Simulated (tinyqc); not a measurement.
# Inputs raised by 10 %, one at a time

Model: ballistic transport through the one-dimensional subbands of a rectangular nanowire or nanosheet channel. Computed by tinyqc, a small Python program. Command: `OMP_NUM_THREADS=1 python tinyqc.py 3011245 3011246 out.jsonl wire sens`. One thread of a shared host (Intel(R) Xeon(R) Processor @ 2.30GHz), about 0.08 s of CPU time with the checks.

Hard walls, parabolic subbands, transport along x. Energies are counted from the bulk conduction band edge at the top of the barrier, which the gate pulls down by U; the source Fermi level lies at the bulk edge when U = 0.

Inputs (values chosen for the exercise, modelled on silicon):
```
quantity,value,unit
light mass m_t,0.19,m_0
heavy mass m_l,0.92,m_0
height a,2.8,nm
width b,5.8,nm
equivalent oxide thickness t,2.1,nm
gate voltage above flat band V_G,0.47,V
drain voltage V_D,0.05,V
temperature T,77,K
mean free path for back-scattering lambda,10,nm
channel length L,8.1,nm
```

Valleys: silicon [100] wire.

Constants: hbar^2/(2 m_0) = 3.80998212 eV angstrom^2; k_B = 8.617333262e-05 eV/K; m_0 = 9.1093837015e-31 kg; k_B = 1.380649e-23 J/K; hbar = 1.054571817e-34 J s; eps_0 = 8.8541878128e-12 F/m; e = 1.602176634e-19 C; h = 6.62607015e-34 J s.

Method:
- E_pq = (hbar^2 pi^2/2)(p^2/(m_y b^2) + q^2/(m_z a^2)); valley pairs: (m_x, m_y, m_z) = (m_t, m_t, m_l), (m_t, m_l, m_t), (m_l, m_t, m_t), each with degeneracy g = 2; the 10 lowest subbands are kept.
- F_j(eta) = (1/Gamma(j + 1)) int_0^infinity x^j/(1 + exp(x - eta)) dx, F_0 = ln(1 + exp(eta)). Integrals over x = E/(k_B T) use 160 Gauss-Legendre points in u = sqrt(x) from 0 to sqrt(max(eta, 0) + 32).
- With degeneracy g = 2, eta_i = (U - E_i)/(k_B T) and u = e V_D/(k_B T): line density n = sum_i g sqrt(2 m_x k_B T/pi)/(2 hbar) [F_-1/2(eta_i) + F_-1/2(eta_i - u)]; gate: e n = C_ox (V_G - U/e), C_ox = 3.9 eps_0 2 (a + b)/t (flat-plate estimate); I = (2 e k_B T/h) sum_i g [F_0(eta_i) - F_0(eta_i - u)].
- Linear conductance G = (2 e^2/h) sum_i g f(eta_i), g = 2, f = 1/(1 + exp(-eta_i)), with the barrier frozen at the eta_i above; current per perimeter I/(2(a + b)); with scattering, transmission lambda/(lambda + L) and low-bias resistance (1 + L/lambda)/G.

Runs:
```
input moved,from,to,line density n (1/nm),mean velocity I/(e n) (1e7 cm/s),ballistic conductance (microsiemens),current per perimeter (microampere/micrometre)
base run,-,-,0.51954,0.91807,154.95,444.30
light mass m_t (m_0),0.19,0.209,0.53144,0.89478,154.95,442.95
height a (nm),2.8,3.08,0.54726,0.87602,155.04,432.49
width b (nm),5.8,6.38,0.56416,0.85163,154.96,419.27
equivalent oxide thickness t (nm),2.1,2.31,0.47918,0.98400,154.94,439.21
gate voltage above flat band V_G (V),0.47,0.517,0.58820,0.81873,154.96,448.59
temperature T (K),77,84.7,0.51929,0.91460,154.94,442.41
channel length L (nm),8.1,8.91,0.51954,0.91807,154.95,444.30
```

Exponents ln(y'/y) / ln(x'/x):
```
input,line density n,mean velocity I/(e n),ballistic conductance,current per perimeter
light mass m_t,0.238,-0.270,0.000,-0.032
height a,0.545,-0.492,0.006,-0.283
width b,0.864,-0.788,0.000,-0.608
equivalent oxide thickness t,-0.849,0.728,-0.001,-0.121
gate voltage above flat band V_G,1.302,-1.202,0.000,0.101
temperature T,-0.005,-0.040,-0.001,-0.045
channel length L,0.000,0.000,0.000,0.000
```

Among the inputs moved here: line density n answers most in size to gate voltage above flat band V_G (exponent +1.302), next to width b (+0.864); its exponent is below 0.0005 for channel length L. mean velocity I/(e n) answers most in size to gate voltage above flat band V_G (exponent -1.202), next to width b (-0.788); its exponent is below 0.0005 for channel length L. ballistic conductance answers most in size to height a (exponent +0.006); its exponent is below 0.0005 for light mass m_t, width b, gate voltage above flat band V_G, channel length L. current per perimeter answers most in size to width b (exponent -0.608), next to height a (-0.283); its exponent is below 0.0005 for channel length L.
